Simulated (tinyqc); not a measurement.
Thin-film transistor with exponential tail and deep states, accumulation layer: effect of the temperature.

An undoped film in accumulation, thicker than the space-charge layer. With band bending psi the Fermi level lies E0 - psi below the band edge. Free electrons n = n0 exp(psi/Vt) carry the current; electrons in two exponential distributions of traps, a = a0 exp(psi/Va) and d = d0 exp(psi/Vp), do not. Linear regime, ohmic contacts, traps in equilibrium.

Va = kB Tt/q, Vp = kB Td/q; n0 = Nc exp(-E0/Vt), a0 = Nt th(T/Tt) exp(-E0/Va), d0 = Nd th(T/Td) exp(-E0/Vp), th(x) = pi x/sin(pi x). G(psi) = sum over the three kinds of c0 [V (exp(psi/V) - 1) - psi], field F = sqrt(2 q G/(eps0 eps_r)); Vg = psi + eps0 eps_r F/Ci at the surface. Total charge Q = Ci (Vg - psi_s); free charge Qf = q times the integral of n0 (exp(psi/Vt) - 1)/F over psi from 0 to psi_s; I = (W/L) mb Qf Vd; effective mobility mb Qf/Q. Nc, E0 and mb are held fixed.

Values chosen for this exercise; values close to those of an organic semiconductor: relative permittivity of the semiconductor eps_r = 3.2; density of extended states Nc = 9.4e19 cm^-3; band mobility mb = 3.4 cm^2/(V s); total density of tail states Nt = 1.2e20 cm^-3; characteristic temperature of the tail Tt = 470 K; total density of deep states Nd = 2.6e17 cm^-3; characteristic temperature of the deep states Td = 1130 K; bulk Fermi level below the band edge E0 = 0.48 eV; gate capacitance Ci = 17 nF/cm^2; ratio W/L WL = 5; drain voltage Vd = 0.1 V; gate voltage above flat band Vg = 11 V.

Constants: q = 1.602176634e-19 C, kB = 1.380649e-23 J/K, Vt = kB T/q, eps0 = 8.8541878128e-14 F/cm where lengths are in cm. Results are converted to the units shown.

Effect of the temperature:
```
T (K)  E0 - psi_s (eV)  Q (nC/cm^2)  free share (%)  effective mobility (cm^2/(V s))  I (nA)
160             0.1143        180.8         0.05449                         0.001853  0.1674
180             0.1165        180.8          0.1364                         0.004637  0.4192
200             0.1192        180.9          0.2829                         0.009620  0.8699
220             0.1222        180.9          0.5108                          0.01737   1.571
240             0.1257        181.0          0.8288                          0.02818   2.550
260             0.1297        181.0           1.236                          0.04204   3.805
280             0.1341        181.1           1.722                          0.05855   5.303
300             0.1392        181.2           2.265                          0.07700   6.977
```

What does the table show?

As T goes from 160 to 300 K, the free share rises from 0.0545 to 2.26 %, the distance of the Fermi level from the edge rises from 0.114 to 0.139 eV and the current rises from 0.167 to 6.98 nA. The apparent activation energy between the first two rows is 0.114 eV, against E0 - psi_s = 0.114 eV there.

tinyqc, about 0.02 s, one thread, Intel Xeon 2.30GHz (shared host): `OMP_NUM_THREADS=1 python tinyqc.py 2610020 2610021 out.jsonl`
